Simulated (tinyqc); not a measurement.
Inside a calculation. Method: Hubbard chain of 5 sites. One step of it, computed by the program tinyqc.

Problem. Mean-field iteration 2. H(up) = T + U n(down), H(down) = T + U n(up); fill the lowest levels; n(new) = n + mixing (n(out) - n); E = tr T (rho up + rho down) + U sum n_up n_down of the output.

one-body matrix (hopping and site energies) (eV), lower triangle:
```
           1          2          3          4         5
1   0.000000
2  -1.790000   0.000000
3   0.000000  -1.790000   0.000000
4   0.000000   0.000000  -1.790000   0.000000
5   0.000000   0.000000   0.000000  -1.790000  0.000000
```

U = 3.000000 eV

electrons, up and down: 3  2

mixing = 0.200000

n(up) after iteration 1: 1 0.658314, 2 0.533408, 3 0.656555, 4 0.533408, 5 0.658314

n(down) after iteration 1: 1 0.341686, 2 0.466592, 3 0.343445, 4 0.466592, 5 0.341686

Give: levels, up; levels, down; energy; n(up) after iteration 2; n(down) after iteration 2.

Solution.

levels, up (eV): -1.8917  -0.5874  1.0268  3.0122  4.3201

levels, down (eV): -1.3201  -0.0122  1.9732  3.5874  4.8917

energy = -6.3492 eV

n(up) after iteration 2: 1 0.6662, 2 0.5185, 3 0.6625, 4 0.5185, 5 0.6662

n(down) after iteration 2: 1 0.3338, 2 0.4815, 3 0.3375, 4 0.4815, 5 0.3338
